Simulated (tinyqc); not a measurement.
Deep-level transient spectroscopy: amplitude against reverse bias.

Schottky contact on an n-type layer with shallow donors Nd (all ionised) and a donor-like deep trap, neutral when filled and positive when empty; depletion approximation. Traps within lam of the depletion edge stay filled. A long pulse to Vp fills the traps beyond x1 = Wp - lam; back at Vr those between x1 and x2 = Wr - lam emit. A rate window reads S = C(t2) - C(t1).

lam = sqrt(2 eps0 eps_r (EF - ET)/(q Nd)), EF - ET = Et - (kB T/q) ln(Nc(T)/Nd), Nc(T) = Nc (T/300 K)^1.5. In the steady state at the band bending V, 2 eps0 eps_r V/q = Nd W^2 + Nt (W - lam)^2 (the second term only if W > lam). W(t)^2 = Wr^2 + (Nt/Nd)(x2^2 - x1^2) exp(-en t), C = eps0 eps_r/W; for small Nt, dC/C = -(Nt/2 Nd) G exp(-en t) with G = (x2^2 - x1^2)/Wr^2. Listed at t = 0.

Inputs (values chosen for the exercise); material values close to those of germanium:
```
symbol    value   unit                                      meaning
eps_r      16.1                               relative permittivity
Nc      1.04e19  cm^-3   conduction-band density of states at 300 K
Nd       3.6e16  cm^-3                        shallow donor density
Vbi        0.31      V                             built-in voltage
Et         0.24     eV  depth of the trap below the conduction edge
Nt         2e14  cm^-3                                 trap density
Vp            0      V        reverse bias during the filling pulse
T           190      K                 temperature of the transient
```

Constants: q = 1.602176634e-19 C, kB = 1.380649e-23 J/K, eps0 = 8.8541878128e-14 F/cm where lengths are in cm. Results are converted to the units shown.

Result of one run:
```
Wr (nm)       G  dC(0)/C (%)  2 Nd |dC|/C (cm^-3)
604.0    0.7250      -0.2008             1.446e14
```

Which reverse bias Vr gave this result: 2.1, 7.1, 10.4 or 12 V?

Vr = 7.1 V.

The whole series:
```
Vr (V)  Wr (nm)       G  dC(0)/C (%)  2 Nd |dC|/C (cm^-3)
0.5       199.9  0.2795     -0.07755             5.584e13
2.1       344.6  0.5419      -0.1502             1.081e14
3.8       449.9  0.6392      -0.1771             1.275e14
5.4       530.2  0.6896      -0.1910             1.375e14
7.1       604.0  0.7250      -0.2008             1.446e14
8.7       666.0  0.7491      -0.2074             1.493e14
10.4      726.0  0.7687      -0.2129             1.533e14
12        778.4  0.7835      -0.2169             1.562e14
```

G rises from 0.280 to 0.783, since lam = 88.5 nm and x1 weigh less in a wider layer. The simple estimate 2 Nd |dC|/C reaches 27.9 % of the true Nt in the first row and 78.1 % in the last.

Numbers from tinyqc (`OMP_NUM_THREADS=1 python tinyqc.py 2050081 2050082 out.jsonl`; about 0.01 s on one thread of a shared Intel Xeon 2.30GHz).
